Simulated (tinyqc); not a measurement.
# Capacitance measurement on a leaky thin oxide: effects of series resistance and leakage: two studies

The device is a capacitance C in parallel with a leakage conductance G, in series with Rs and Ls. An impedance meter reports either a parallel pair (Cp, Gp) from Y = 1/Z = Gp + i w Cp or a series pair (Cs, Rm) from Z = Rm + 1/(i w Cs); w = 2 pi f, dissipation D = Gp/(w |Cp|).

Values chosen for this exercise; values of the order met in thin-oxide MOS capacitors:
- eox = 9 (relative permittivity of the gate insulator (close to aluminium oxide))
- tox = 2.8 nm (insulator thickness)
- A = 400 um^2 (gate area)
- zc = 0.44 nm (oxide-equivalent thickness added by the accumulation layer)
- zp = 0 nm (oxide-equivalent thickness added by gate depletion)
- Jg = 1 A/cm^2 (gate leakage current density, not matched to the thickness)
- Vs = 0.24 V (voltage for an e-fold rise of the leakage)
- Rs = 6.6 ohm (series resistance)
- Ls = 0 nH (series inductance)
- f = 1e6 Hz (measuring frequency)

Constants: eps0 = 8.8541878128e-14 F/cm where lengths are in cm. Results are converted to the units shown.

Each table varies one quantity; the others keep the values above.

## Readings against frequency

EOT = 3.9 tox/eox; CET = EOT + zc + zp; C = 3.9 eps0 A/CET; G = Jg A/Vs. Z = Rs + i w Ls + 1/(G + i w C); CET read from Cp = 3.9 eps0 A/Cp; errors under 0.001 % are printed as 0.

The same in every row: C (pF) = 8.354.

Results:
```
f (Hz)	Cp (pF)	Cs (pF)	D	error of Cp (%)	error of Cs (%)	CET read from Cp (nm)
1000	8.353	8.422e5	317.5	-0.0220	1.01e7	1.654
3000	8.353	9.359e4	105.8	-0.0220	1.12e6	1.654
10000	8.353	8431	31.75	-0.0220	1.01e5	1.654
1e5	8.353	92.58	3.175	-0.0220	1010	1.654
3e5	8.353	17.71	1.059	-0.0220	112	1.654
1e6	8.353	9.197	0.3179	-0.0220	10.1	1.654
3e6	8.353	8.448	0.1069	-0.0221	1.12	1.654
1e7	8.352	8.363	0.03522	-0.0232	0.101	1.654
3e7	8.352	8.355	0.02098	-0.0328	0.0112	1.654
```

Estimate the missing row, f = 30000 Hz.

Computed row:
```
f (Hz)	Cp (pF)	Cs (pF)	D	error of Cp (%)	error of Cs (%)	CET read from Cp (nm)
30000	8.353	944.2	10.58	-0.0220	1.12e4	1.654
```

With this row back in the table: D falls from 318 to 0.0210; without inductance its minimum lies at f = sqrt(G (1 + G Rs)/Rs)/(2 pi C) = 3.03e7 Hz. The error of Cp goes from -0.0220 to -0.0328 % and that of Cs from 1.01e7 to 0.0112 %; at low frequency Cp tends to C/(1 + G Rs)^2 and Cs grows as 1 + (G/(w C))^2. One of the two readings is within 2 % of C for f = 1000, 3000, 10000, 30000, 1e5, 3e5, 1e6, 3e6, 1e7, 3e7 Hz. For f = 1000, 3000, 10000, 30000, 1e5, 3e5 D exceeds 1, where the accuracy of real meters degrades in proportion to sqrt(1 + D^2).

## Effect of the series resistance

Same model as above.

The same in every row: C (pF) = 8.354; Cs (pF) = 9.197.

Result of one run:
```
Rs (ohm)	Cp (pF)	D	error of Cp (%)	error of Cs (%)	CET read from Cp (nm)
100	8.326	0.3233	-0.335	10.1	1.659
```

What becomes of these results when the series resistance Rs is changed from 100 to 3 ohm, all else the same?

Result of the changed run:
```
Rs (ohm)	Cp (pF)	D	error of Cp (%)	error of Cs (%)	CET read from Cp (nm)
3	8.354	0.3177	-0.0100	10.1	1.653
```

The whole series:
```
Rs (ohm)	Cp (pF)	D	error of Cp (%)	error of Cs (%)	CET read from Cp (nm)
1	8.354	0.3176	-3.33e-3	10.1	1.653
3	8.354	0.3177	-0.0100	10.1	1.653
10	8.352	0.3181	-0.0334	10.1	1.654
30	8.346	0.3192	-0.100	10.1	1.655
100	8.326	0.3233	-0.335	10.1	1.659
300	8.269	0.3348	-1.02	10.1	1.670
1000	8.061	0.3753	-3.51	10.1	1.713
3000	7.411	0.4909	-11.3	10.1	1.864
```

As Rs goes from 1 to 3000, the error of Cp goes from -0.00333 to -11.3 %, that of Cs from 10.1 to 10.1 %, and D rises from 0.318 to 0.491. The CET read from Cp goes from 1.65 to 1.86 nm against the true 1.65 nm. Rs does not enter the imaginary part of Z, so Cs does not depend on it.

Program tinyqc, `OMP_NUM_THREADS=1 python tinyqc.py 2022201 2022202 out.jsonl`; Intel Xeon 2.30GHz, shared host, one thread, about 0.01 s.
